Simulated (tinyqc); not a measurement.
# Fully depleted semiconductor-on-insulator film with two gates, non-linear Poisson equation by Newton steps, step by step

Numbers from tinyqc (`OMP_NUM_THREADS=1 python tinyqc.py 2190118 2190119 out.jsonl`; about 0.5 s on one thread of a shared Intel Xeon 2.30GHz). Printed values are rounded.

One dimension across the film, front interface at x = 0, back interface at x = ts. psi is counted from the intrinsic level, n = ni exp(psi/Vt) (source grounded), holes neglected, acceptors ionised. Gates act through Cox = eps0 eox/tox and Cbox = 3.9 eps0/tb with potentials G1 = Vg - (phiM - chi - Vt ln(Nc/ni)) and G2 = Vb - (phiB - chi - Vt ln(Nc/ni)). Classical Boltzmann densities, no interface charge, no depletion in the back plane.

Inputs (values chosen for the exercise); band and dielectric values those of a made-up semiconductor:
- T = 300 K (temperature)
- Eg = 0.993 eV (band gap)
- eps_r = 10.4 (relative permittivity)
- Nc = 3.62e19 cm^-3 (conduction-band density of states at T)
- Nv = 2.21e19 cm^-3 (valence-band density of states at T)
- chi = 3.24 eV (electron affinity)
- eox = 3.9 (relative permittivity of the gate insulator (close to silicon dioxide))
- tox = 2.2 nm (insulator thickness)
- ts = 6.1 nm (film thickness)
- tb = 57 nm (buried-oxide thickness (eps_r 3.9))
- Na = 2.7e17 cm^-3 (acceptor density of the film)
- phiM = 3.59 eV (work function of the front gate)
- phiB = 3.29 eV (work function of the back plane)
- Vb = 1.4 V (back-gate voltage)
- Vg = 0.08 V (front-gate voltage)

Constants: q = 1.602176634e-19 C, kB = 1.380649e-23 J/K, Vt = kB T/q, eps0 = 8.8541878128e-14 F/cm where lengths are in cm. Results are converted to the units shown.

Range of the model: In so thin a film or at such density quantum confinement moves the charge away from the interfaces and raises the threshold.

## Capacitances and gate potentials

ni = sqrt(Nc Nv) exp(-Eg/(2 Vt)), Eg in volts; Cox, Cbox, G1, G2 as defined; Cs = eps0 eps_r/ts; a = eps0 eps_r/h with h = ts/7; coupling ratio of a depleted film Cs Cbox/(Cox (Cs + Cbox)).

ni = 1.290380e11 cm^-3
Cox = 1.569606 uF/cm^2
Cbox = 0.06058129 uF/cm^2
Cs = 1.509566 uF/cm^2
a = 10.56697 uF/cm^2
G1 = 0.2328787 V
G2 = 1.852879 V
coupling ratio = 0.03710732

## Iteration 1: density, residual and Jacobian diagonal

| node | psi at the start (V) |
|---|---|
| 0 | 0.3 |
| 1 | 0.3 |
| 2 | 0.3 |
| 3 | 0.3 |
| 4 | 0.3 |
| 5 | 0.3 |
| 6 | 0.3 |
| 7 | 0.3 |

Nodes 0 to 7, h = ts/7, box widths w = h (h/2 at both ends), a = eps0 eps_r/h. F_i = a (psi_(i+1) - 2 psi_i + psi_(i-1)) - q w_i (n_i + Na); F_0 = a (psi_1 - psi_0) + Cox (G1 - psi_0) - q w_0 (n_0 + Na); F_7 = a (psi_6 - psi_7) + Cbox (G2 - psi_7) - q w_7 (n_7 + Na). Diagonal b_i = -2 a - q w_i n_i/Vt, with -a - Cox and -a - Cbox in place of -2 a at the ends.

| node | n (cm^-3) | residual F (C/cm^2) | diagonal b (F/cm^2) |
|---|---|---|---|
| 0 | 1.414151e16 | -1.073375e-7 | -1.214039e-5 |
| 1 | 1.414151e16 | -3.967134e-9 | -2.114157e-5 |
| 2 | 1.414151e16 | -3.967134e-9 | -2.114157e-5 |
| 3 | 1.414151e16 | -3.967134e-9 | -2.114157e-5 |
| 4 | 1.414151e16 | -3.967134e-9 | -2.114157e-5 |
| 5 | 1.414151e16 | -3.967134e-9 | -2.114157e-5 |
| 6 | 1.414151e16 | -3.967134e-9 | -2.114157e-5 |
| 7 | 1.414151e16 | 9.209182e-8 | -1.063137e-5 |

## Iteration 1: Newton step

Solve a d_(i-1) + b_i d_i + a d_(i+1) = -F_i for all nodes. If the largest |d| exceeds 4 Vt, the whole step is scaled down so that it equals 4 Vt.

| node | Newton step d, before damping (V) | psi after iteration 1 (V) |
|---|---|---|
| 0 | -0.02583873 | 0.2741613 |
| 1 | -0.01952829 | 0.2804717 |
| 2 | -0.01285653 | 0.2871435 |
| 3 | -0.00581864 | 0.2941814 |
| 4 | 0.00159047 | 0.3015905 |
| 5 | 0.00937616 | 0.3093762 |
| 6 | 0.01754405 | 0.3175441 |
| 7 | 0.02610005 | 0.3261001 |

## Iteration 2: density, residual and Jacobian diagonal

As before.

| node | n (cm^-3) | residual F (C/cm^2) | diagonal b (F/cm^2) |
|---|---|---|---|
| 0 | 5.205041e15 | -3.628526e-11 | -1.213798e-5 |
| 1 | 6.644081e15 | -4.446698e-11 | -2.113752e-5 |
| 2 | 8.600336e15 | -2.082523e-11 | -2.113858e-5 |
| 3 | 1.129137e16 | -4.646065e-12 | -2.114003e-5 |
| 4 | 1.503884e16 | -3.814357e-13 | -2.114205e-5 |
| 5 | 2.032396e16 | -1.470908e-11 | -2.114491e-5 |
| 6 | 2.787551e16 | -5.776134e-11 | -2.114898e-5 |
| 7 | 3.881122e16 | -7.254925e-11 | -1.063803e-5 |

## Iteration 2: Newton step

As before.

| node | Newton step d, before damping (1e-4 V) | psi after iteration 2 (V) |
|---|---|---|
| 0 | -1.436977 | 0.2740176 |
| 1 | -1.616277 | 0.2803101 |
| 2 | -1.754044 | 0.2869681 |
| 3 | -1.872875 | 0.2939941 |
| 4 | -1.988389 | 0.3013916 |
| 5 | -2.105071 | 0.3091657 |
| 6 | -2.210020 | 0.3173230 |
| 7 | -2.263455 | 0.3258737 |

## Course of the Newton iteration

Stop when the largest undamped |d| is below 1e-9 V, or after 80 iterations.

Course of the iteration:

| iteration | largest \|F\| (C/cm^2) | largest \|d\| (V) |
|---|---|---|
| 1 | 1.07e-7 | 0.0261 |
| 2 | 7.25e-11 | 2.26e-4 |
| 3 | 1.42e-14 | 4.83e-8 |
| 4 | < 1e-19 | < 1e-14 |

Converged in 4 iterations.

## Electron sheet density, centroid and oxide fields

| node | converged psi (V) |
|---|---|
| 0 | 0.2740175 |
| 1 | 0.2803101 |
| 2 | 0.2869680 |
| 3 | 0.2939940 |
| 4 | 0.3013916 |
| 5 | 0.3091656 |
| 6 | 0.3173230 |
| 7 | 0.3258737 |

n_i = ni exp(psi_i/Vt); N_inv = sum w_i n_i with w = ts/7, halved at the ends; centroid sum w n x/N_inv; fields (G1 - psi_0)/tox and (G2 - psi_7)/tb.

| node | n (cm^-3) |
|---|---|
| 0 | 5.176184e15 |
| 1 | 6.602663e15 |
| 2 | 8.542169e15 |
| 3 | 1.120985e16 |
| 4 | 1.492359e16 |
| 5 | 2.015910e16 |
| 6 | 2.763817e16 |
| 7 | 3.847283e16 |

N_inv = 9.664147e9 cm^-2
centroid = 4.072613 nm
field in the front oxide = -0.1869946 MV/cm
field in the buried oxide = 0.2678956 MV/cm

The centroid lies at 0.67 of the film, so the electrons fill the film, with n at the back 7.43 times that at the front. A 400-interval mesh gives N_inv = 9.584e9 cm^-2; this mesh is 0.83 % above it.
